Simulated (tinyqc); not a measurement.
Inside a calculation. Model: current of a Schottky diode by thermionic-emission-diffusion theory, and its read-back from I-V-T and C-V data. Computed by tinyqc, a small Python program that keeps every step. Command: `OMP_NUM_THREADS=1 python tinyqc.py 3022293 3022294 out.jsonl schottky walk`. One thread of a shared host (Intel(R) Xeon(R) Processor @ 2.30GHz), about 0.01 s of CPU time with the checks. Intermediate numbers are printed to about 6 digits and carried at full precision; extremes and crossings named in words are read from the listed rows.

Full ionisation, no tunnelling, no recombination current. V is the voltage across the junction itself, forward positive.

Inputs (values chosen for the exercise, modelled on n-type GaAs):

| quantity | value | unit |
|---|---|---|
| Richardson constant A* | 8.29 | A/(cm^2 K^2) |
| effective density of states at 300 K, N_c | 4.8e+17 | 1/cm^3 |
| permittivity eps | 12.9 | - |
| mobility mu | 5500 | cm^2/(V s) |
| barrier without image force phi_0 | 0.843 | eV |
| doping N | 3.6e+16 | 1/cm^3 |
| series resistance R_s | 3.7 | milliohm cm^2 |
| junction voltage V | 0.42 | V |
| temperature T | 350 | K |

Barrier: uniform.

Constants: k_B = 8.617333262e-05 eV/K; e = 1.602176634e-19 C; eps_0 = 8.8541878128e-12 F/m.

## Barrier at the given bias

N_c(T) = N_c (T/300 K)^(3/2); V_bi = phi_0 - (k_B T/e) ln(N_c(T)/N); surface field F = sqrt(2 e N (V_bi - V - k_B T/e)/(eps eps_0)); image lowering d_phi = sqrt(e F/(4 pi eps eps_0)); effective barrier phi = phi_0 - d_phi.

built-in voltage V_bi = 0.757902 V

surface field F = 55.7500 kV/cm

image lowering = 24.9462 meV

effective barrier phi = 0.818054 eV

## Current

Collection velocity v_R = A* T^2/(e N_c(T)); diffusion velocity v_D = mu F; J = e N_c(T) v_R/(1 + v_R/v_D) exp(-phi/k_B T) [exp(e V/k_B T) - 1]. Terminal voltage V + J R_s.

v_R = 1.04790e+07 cm/s

v_D = 3.06625e+08 cm/s

current density J = 1.82126 A/cm^2

terminal voltage = 0.426739 V

v_D/v_R = 29.3: emission over the barrier limits the current.

## Read-back from the I-V curve

Ideality n = (e/k_B T)/(d ln J/dV) by a central difference of +/- 1 mV; J_0 = J exp(-e V/(n k_B T)); apparent barrier phi_IV = k_B T ln(A* T^2/J_0); a C-V plot gives phi_CV = phi_0, the mean without lowering.

ideality factor n = 1.02237

extrapolated J_0 = 2.21303e-06 A/cm^2

apparent barrier phi_IV = 0.809876 eV

phi_CV - phi_IV = 33.1239 meV

n exceeds 1 because forward bias lowers the field, which weakens the image lowering.

## Temperature series and Richardson plot

A least-squares line of ln(J_0/T^2) against 1/(k_B T) gives a barrier (minus the slope) and a Richardson constant (exp of the intercept).

At the same junction voltage:

| T (K) | 1/k_B T (1/eV) | n | J_0 (A/cm^2) | phi_IV (eV) | ln(J_0/T^2) |
|---|---|---|---|---|---|
| 200 | 58.0226 | 1.01846 | 1.31416e-15 | 0.809637 | -44.8622 |
| 250 | 46.4181 | 1.01952 | 2.45889e-11 | 0.809743 | -35.4716 |
| 300 | 38.6817 | 1.02081 | 1.85477e-08 | 0.809828 | -29.2105 |
| 350 | 33.1558 | 1.02237 | 2.21303e-06 | 0.809876 | -24.7370 |
| 400 | 29.0113 | 1.02429 | 8.29475e-05 | 0.809867 | -21.3802 |
| 450 | 25.7878 | 1.02667 | 1.43205e-03 | 0.809770 | -18.7671 |

barrier from the Richardson plot = 0.809487 eV

Richardson constant from the plot = 8.20060 A/(cm^2 K^2)

From 200 to 450 K n goes from 1.018 to 1.027 and phi_IV by less than the digits shown, at 0.810 eV. The plot returns 0.809 eV against phi_0 = 0.843 and a constant 0.989 times the true A*.

## Forward curve with series resistance

Terminal voltage V + J R_s; apparent ideality from neighbouring rows, (e/k_B T) dV_terminal/d ln J.

Forward curve; the last column belongs to the interval up to the next row:

| V (V) | J (A/cm^2) | terminal voltage (V) | apparent n |
|---|---|---|---|
| 0.174 | 5.98774e-04 | 0.1740 | 1.014 |
| 0.242 | 5.53987e-03 | 0.2420 | 1.019 |
| 0.310 | 5.09314e-02 | 0.3102 | 1.042 |
| 0.378 | 4.65761e-01 | 0.3797 | 1.227 |
| 0.445 | 4.09457e+00 | 0.4601 | 2.854 |
| 0.513 | 3.67953e+01 | 0.6491 | 17.257 |
| 0.581 | 3.24769e+02 | 1.7826 | 140.532 |
| 0.649 | 2.75611e+03 | 10.8466 | - |

The resistance takes over where J R_s exceeds k_B T/e, at J = 8.15 A/cm^2; the apparent ideality climbs from 1.01 to 141, so barrier and n must be read below that current. Rows where the resistance drops more than 1 V are formal, since self-heating is left out.

Checks made by the program: v_D = mu F against the drift-diffusion integral over the parabolic barrier, a ratio 2 y Dawson(y) with y^2 = (V_bi - V)/(k_B T/e) - 1 (relative difference 6e-02).
